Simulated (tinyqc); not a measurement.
# Electron-beam lithography: double-Gaussian proximity function, edge placement and dose correction for parallel lines, step by step

A worked calculation. Computed by tinyqc, a small Python program that keeps every step. Command: `OMP_NUM_THREADS=1 python tinyqc.py 3113365 3113366 out.jsonl proximity walk`. One thread of a shared host (Intel(R) Xeon(R) Processor @ 2.30GHz), about 0.01 s of CPU time with the checks. Intermediate numbers are printed to about 5 digits and carried at full precision; extremes and crossings named in words are read from the listed rows.

Lines are infinitely long. Absorbed energy is counted so that the middle of a very large area written at dose 1 receives 1; the resist develops where it exceeds 1/2.

Inputs (values chosen for the exercise, of the order of those for 10 keV electrons in resist on silicon): forward range alpha = 0.015 micrometre; backscatter range beta = 1.1 micrometre; backscatter ratio eta = 0.5; base dose D0 = 460 microcoulomb/cm^2; beam current = 0.12 nA; pixel size = 5 nm; width of the test line = 0.17 micrometre; pattern density around the test line = 0.47.

line widths (micrometre): [0.072, 0.034, 0.03, 0.042, 0.033]

gaps between the lines (micrometre): [0.8, 0.096, 0.42, 0.082]

Constants: e = 1.602176634e-19 C.

## Layout

The first line starts at x = 0; each next one starts after the width and the gap.

Lines (micrometre):
```
line  left edge  right edge  centre
1         0.000       0.072  0.0360
2         0.872       0.906  0.8890
3         1.002       1.032  1.0170
4         1.452       1.494  1.4730
5         1.576       1.609  1.5925
```

## Interaction matrix

f(r) = [exp(-r^2/alpha^2)/alpha^2 + eta exp(-r^2/beta^2)/beta^2]/(pi (1 + eta)). A line from a to b at dose d gives E(x) = d [S(alpha) + eta S(beta)]/(1 + eta), S(s) = [erf((b - x)/s) - erf((a - x)/s)]/2. M_ij is the mean of E at the two edges of line i from line j at dose 1.

M, rows 1, 2, 3, 4, 5:
$$\begin{pmatrix}
0.34563 & 0.00319 & 0.00232 & 0.00131 & 0.00076 \\
0.00675 & 0.33869 & 0.00506 & 0.00542 & 0.00375 \\
0.00556 & 0.00573 & 0.33690 & 0.00605 & 0.00429 \\
0.00224 & 0.00438 & 0.00432 & 0.34049 & 0.00557 \\
0.00167 & 0.00386 & 0.00390 & 0.00709 & 0.33835
\end{pmatrix}$$

## Dose correction

Uncorrected edge energies are M 1. Solve M d = 1/2 for the doses d that put the mean edge energy of every line at the threshold.

edge energies at dose 1: 1 0.35320, 2 0.35966, 3 0.35853, 4 0.35700, 5 0.35487

corrected doses: 1 1.4161, 2 1.3892, 3 1.3940, 4 1.4005, 5 1.4095

largest over smallest dose = 1.0193

Line 1 needs the most and line 2 the least; a narrow isolated line much wider than alpha would need 1 + eta = 1.50.

## Printed widths

Edges are the roots of E(x) = 1/2 between a line centre and the middle of the next gap. Three cases: dose 1 everywhere; one common dose equal to the mean of d; the corrected doses.

Width error, printed less drawn (nm):
```
line  drawn width (nm)   dose 1  mean dose  corrected
1                   72  -12.376   -0.27633   2.00e-05
2                   34  -11.986    0.24065          0
3                   30  -12.520    0.15148          0
4                   42  -12.038    0.02664   9.00e-06
5                   33  -12.529   -0.14405   1.00e-05
```

With the common mean dose the errors span 0.5 nm. With corrected doses the largest error is below 0.01 nm.

## Dose to size and latitude

A test line of width w << beta in surroundings of density rho, all at dose d: near its edge E(x) = d [S + eta rho]/(1 + eta), S = [erf((b - x)/alpha) - erf((a - x)/alpha)]/2 for edges a and b, the second term being the background energy. Dose to size d_s = (1 + eta)/(erf(w/alpha) + 2 eta rho), dose = d_s D0; edge slope d [1 - exp(-w^2/alpha^2)]/(sqrt(pi) alpha (1 + eta)); width change per 1 % of dose = 2 x 0.01 x (1/2)/slope.

dose to size d_s = 1.0204

dose = 469.39 microcoulomb/cm^2

edge slope = 0.025587 1/nm

width change per 1 % of dose = 0.39083 nm

background energy = 0.15986

The background supplies 32 % of the threshold.

## Shot noise and writing time

With dose = d_s D0: electrons per pixel N = dose x pixel area/e; relative noise 1/sqrt(N); time per cm^2 of pattern area = dose x density/current; pixel rate = current/(dose x pixel area).

electrons per pixel = 732.42

shot noise = 3.6950 %

writing time per cm^2 = 510.68 h

pixel rate = 1.0226 MHz

Checks made by the program: corrected edge energies (relative difference below 1e-10).
